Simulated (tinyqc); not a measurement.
Inside a calculation. Method: UKS/PBE0 in the sto-3g basis, for H4+, spin multiplicity 2. One step of it, computed by the program tinyqc.

Problem. Orthogonalisation. S = U s U^T; symmetric (Loewdin) form X = U s^(-1/2) U^T, so that X^T S X = 1.

overlap S, lower triangle:
```
          1H 1s     2H 1s     3H 1s     4H 1s
1H 1s  1.000000
2H 1s  0.251319  1.000000
3H 1s  0.133155  0.053838  1.000000
4H 1s  0.053838  0.133155  0.251319  1.000000
```

Give: eigenvalues of S; X.

Solution.

eigenvalues of S: 0.6694  0.8280  1.0643  1.4383

X, lower triangle:
```
         1H 1s    2H 1s    3H 1s   4H 1s
1H 1s   1.0311
2H 1s  -0.1295   1.0311
3H 1s  -0.0647  -0.0030   1.0311
4H 1s  -0.0030  -0.0647  -0.1295  1.0311
```
